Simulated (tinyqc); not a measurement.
# Inputs raised by 2 %, one at a time

Model: implant damage, amorphisation by cascade overlap, and solid-phase epitaxial regrowth. Computed by tinyqc, a small Python program. Command: `OMP_NUM_THREADS=1 python tinyqc.py 3112916 3112917 out.jsonl sper sens`. One thread of a shared host (Intel(R) Xeon(R) Processor @ 2.30GHz), about 0.01 s of CPU time with the checks.

Range and width of the damage are inputs. Dynamic annealing enters only through the surviving share f.

Inputs (values chosen for the exercise, modelled on silicon ions in silicon): atomic density N = 49.9 1/nm^3; ion Z1 = 14; ion mass M1 = 28 u; target Z2 = 14; target mass M2 = 28.09 u; ion energy E = 25 keV; displacement energy E_d = 13 eV; depth of the damage peak R_d = 26 nm; width of the damage profile s_d = 13 nm; share of defects that survive f = 0.8; critical displaced share x_c = 0.17; dose Q = 1.2e+15 1/cm^2; regrowth prefactor v0 = 5.1e+15 nm/s; regrowth energy E_a = 2.69 eV; anneal temperature = 686 C; rate relative to (100) = 0.33; peak enhancement by the dopant = 10.

Constants: a_0 = 0.529177210903 angstrom; e^2/(4 pi eps_0) = 14.39964548 eV angstrom; k_B = 8.617333262e-05 eV/K.

Method:
- Robinson partition: eps = E a M2/(Z1 Z2 (e^2/(4 pi eps_0)) (M1 + M2)), a = 0.8853 a_0/sqrt(Z1^(2/3) + Z2^(2/3)); k = 0.0793 Z1^(2/3) Z2^(1/2) (M1 + M2)^(3/2)/((Z1^(2/3) + Z2^(2/3))^(3/4) M1^(3/2) M2^(1/2)); damage energy T_d = E/(1 + k (eps + 0.40244 eps^(3/4) + 3.4008 eps^(1/6))); displacements nu = 0.8 T_d/(2 E_d).
- Displaced share x(z) = f nu Q exp(-(z - R_d)^2/(2 s_d^2))/(sqrt(2 pi) s_d N); the layer is amorphous where x > x_c, between R_d -/+ s_d sqrt(2 ln(x_max/x_c)), the upper edge being cut at the surface. Threshold dose Q_c = Q x_c/x_max.
- Displaced atoms per area beyond the lower edge z2: f nu Q (1/2) erfc((z2 - R_d)/(sqrt2 s_d)); they are not removed by regrowth.
- v = v0 x orientation factor x exp(-E_a/(k_B T)) x [1 + (enhancement - 1) exp(-(z - R_d)^2/(2 s_d^2))], T = anneal temperature + 273.15 K; the dopant is taken to follow the damage profile; the lower front moves from the lower edge z2 to the surface, or to the middle (z1 + z2)/2 of a buried layer with upper edge z1; time = int dz/v; the equivalent undoped distance is that time times the undoped velocity.

Runs; columns: (1) input moved; (2) from; (3) to; (4) threshold dose Q_c (1/cm^2); (5) lower edge (nm); (6) displaced atoms beyond z2 (1/cm^2); (7) time with enhancement (s):
```
(1)                                       (2)        (3)         (4)     (5)         (6)     (7)
base run                                    -          -  7.1372e+13  56.885  4.0695e+15  1.0345
depth of the damage peak R_d (nm)          26      26.52  7.1372e+13  57.405  4.0695e+15  1.0539
width of the damage profile s_d (nm)       13      13.26  7.2799e+13  57.392  4.1625e+15  1.0308
share of defects that survive f           0.8      0.816  6.9972e+13  56.993  4.0582e+15  1.0402
critical displaced share x_c             0.17     0.1734  7.2799e+13  56.777  4.1625e+15  1.0288
dose Q (1/cm^2)                       1.2e+15  1.224e+15  7.1372e+13  56.993  4.0582e+15  1.0402
regrowth energy E_a (eV)                 2.69     2.7438  7.1372e+13  56.885  4.0695e+15  1.9835
```

Exponents ln(y'/y) / ln(x'/x):
```
input                            threshold dose Q_c  lower edge  displaced atoms beyond z2  time with enhancement
depth of the damage peak R_d                      0       0.460                      0.000                  0.938
width of the damage profile s_d                   1       0.448                      1.141                 -0.181
share of defects that survive f                  -1       0.096                     -0.140                  0.279
critical displaced share x_c                      1      -0.096                      1.141                 -0.279
dose Q                                            0       0.096                     -0.140                  0.279
regrowth energy E_a                               0       0.000                      0.000                 32.870
```

To which inputs is each result most sensitive?

Among the inputs moved here: threshold dose Q_c answers most in size to width of the damage profile s_d (exponent +1.000), and about equally to share of defects that survive f (-1.000), critical displaced share x_c (+1.000); its exponent is below 0.0005 for depth of the damage peak R_d, dose Q, regrowth energy E_a. Its exponent +1.000 in width of the damage profile s_d: the same damage spread over more depth. Lower edge answers most in size to depth of the damage peak R_d (exponent +0.460), next to width of the damage profile s_d (+0.448); its exponent is below 0.0005 for regrowth energy E_a. Displaced atoms beyond z2 answers most in size to width of the damage profile s_d (exponent +1.141), and about equally to critical displaced share x_c (+1.141); its exponent is below 0.0005 for depth of the damage peak R_d, regrowth energy E_a. Time with enhancement answers most in size to regrowth energy E_a (exponent +32.870), next to depth of the damage peak R_d (+0.938).

Extremes, crossings and ranges named in words are read from the listed rows.
